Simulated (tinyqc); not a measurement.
Inside a calculation. Method: sp3 tight binding, zinc-blende lattice. One step of it, computed by the program tinyqc.

Problem. Levels at k. Diagonalise the Hermitian matrix.

H(k) at k (eV):
```
                      a s                a px                 a py                 a pz
a s            -13.110000            0.000000             0.000000             0.000000
a px             0.000000           -5.820000             0.000000             0.000000
a py             0.000000            0.000000            -5.820000             0.000000
a pz             0.000000            0.000000             0.000000            -5.820000
c s   -7.613384-0.368386i  0.333878+5.033393i  -1.376980-1.220453i  -1.042366-1.612237i
c px  -0.333878-5.033393i  1.109110+0.053666i   1.024074+1.583946i   1.352818+1.199037i
c py   1.376980+1.220453i  1.024074+1.583946i   1.109110+0.053666i  -0.328019-4.945069i
c pz   1.042366+1.612237i  1.352818+1.199037i  -0.328019-4.945069i   1.109110+0.053666i

                      c s                 c px                 c py                 c pz
a s   -7.613384+0.368386i  -0.333878+5.033393i   1.376980-1.220453i   1.042366-1.612237i
a px   0.333878-5.033393i   1.109110-0.053666i   1.024074-1.583946i   1.352818-1.199037i
a py  -1.376980+1.220453i   1.024074-1.583946i   1.109110-0.053666i  -0.328019+4.945069i
a pz  -1.042366+1.612237i   1.352818-1.199037i  -0.328019+4.945069i   1.109110-0.053666i
c s            -13.110000             0.000000             0.000000             0.000000
c px             0.000000            -5.820000             0.000000             0.000000
c py             0.000000             0.000000            -5.820000             0.000000
c pz             0.000000             0.000000             0.000000            -5.820000
```

Give: eigenvalues; weights |c|^2 of the basis functions.

Solution.

eigenvalues (eV): -22.5211  -13.3994  -11.0761  -10.2042  -2.6439  -1.9425  -0.5899  1.2372

weights |c|^2 of the basis functions:
```
      band 1  band 2  band 3  band 4  band 5  band 6  band 7  band 8
a s   0.4529  0.1433  0.0029  0.0528  0.0259  0.2346  0.0019  0.0857
a px  0.0386  0.1121  0.0082  0.2249  0.3909  0.0963  0.0026  0.1266
a py  0.0033  0.1257  0.2773  0.0713  0.0323  0.1096  0.2382  0.1422
a pz  0.0053  0.1189  0.2116  0.1511  0.0508  0.0595  0.2573  0.1455
c s   0.4529  0.1433  0.0029  0.0528  0.0259  0.2346  0.0019  0.0857
c px  0.0386  0.1121  0.0082  0.2249  0.3909  0.0963  0.0026  0.1266
c py  0.0033  0.1257  0.2773  0.0713  0.0323  0.1096  0.2382  0.1422
c pz  0.0053  0.1189  0.2116  0.1511  0.0508  0.0595  0.2573  0.1455
```
